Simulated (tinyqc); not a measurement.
Off-state leakage of single and stacked transistors: two steps of the calculation.

n-channel devices of unit width. Subthreshold current I(Vg, Vs, Vd) = I0 (T/300 K)^0.5 exp[(Vg - Vs - VT(T) - gb (Vs - Vb) + dd (Vd - Vs))/(nf Vt)] (1 - exp(-(Vd - Vs)/Vt)), VT(T) = VT - cT (T - 300 K). Gate-edge tunnelling Ig (Vd/1 V) exp(ag (Vd - 1 V)), for a gate at 0 V, and band-to-band leakage Ab u exp(-Bb/u), u = Vd - Vb + 1 V, flow at a drain held at V; both are taken as independent of T. In a stack of off transistors (all gates at 0 V) the same subthreshold current passes through each.

Parameters, values chosen for the exercise; values of the order met in bulk silicon logic transistors:
```
symbol   value       unit                                             meaning
T          300          K                                         temperature
V            1          V                                      supply voltage
VT         0.3          V        threshold at 300 K, zero drain and body bias
cT         0.5       mV/K              fall of the threshold with temperature
I0        0.38      uA/um                       current at threshold at 300 K
nf        1.35                                                   slope factor
dd        0.05                                drain-induced lowering per volt
gb        0.12             rise of the threshold per volt of source-body bias
Ig      0.0002      uA/um                 gate-edge tunnelling current at 1 V
ag           6        1/V               exponential slope of the gate current
Ab           1  uA/(um V)      prefactor of band-to-band leakage at the drain
Bb          27          V                             its exponential voltage
Vb        -0.3          V                                        body voltage
```

Constants: q = 1.602176634e-19 C, kB = 1.380649e-23 J/K, Vt = kB T/q. Results are converted to the units shown.

Task 1. Leakage of one transistor. Vg = Vs = 0, Vd = V; effective threshold VT(T) - gb Vb - dd V.

Wanted: effective threshold; parts; total; shares.

Result 1.

effective threshold = 0.28600 V
parts (nA/um): subthreshold 0.10491, gate edge 0.20000, band-to-band 0.018344
total = 0.32326 nA/um
shares (%): subthreshold 32.455, gate edge 61.870, band-to-band 5.6747

The gate edge part is the largest.

Task 2. New Vx. Stack of two, Vx the node between them: I_low = I(0, 0, Vx), I_up = I(0, Vx, V), f = ln(I_up/I_low), f' = -(1 + gb + 2 dd)/(nf Vt) - 1/(Vt (exp(Vx/Vt) - 1)) - 1/(Vt (exp((V - Vx)/Vt) - 1)), Vx(new) = Vx - f/f'.

Vx after iteration 1 = 0.046087903 V

Wanted: I_low; I_up; f; f'; Vx after iteration 2.

Result 2.

I_low = 0.02225 nA/um
I_up = 0.02238 nA/um
f = 0.005701
f' = -42.78 1/V
Vx after iteration 2 = 0.04622 V

Program tinyqc, `OMP_NUM_THREADS=1 python tinyqc.py 2242228 2242229 out.jsonl`; Intel Xeon 2.30GHz, shared host, one thread, about 0.03 s.
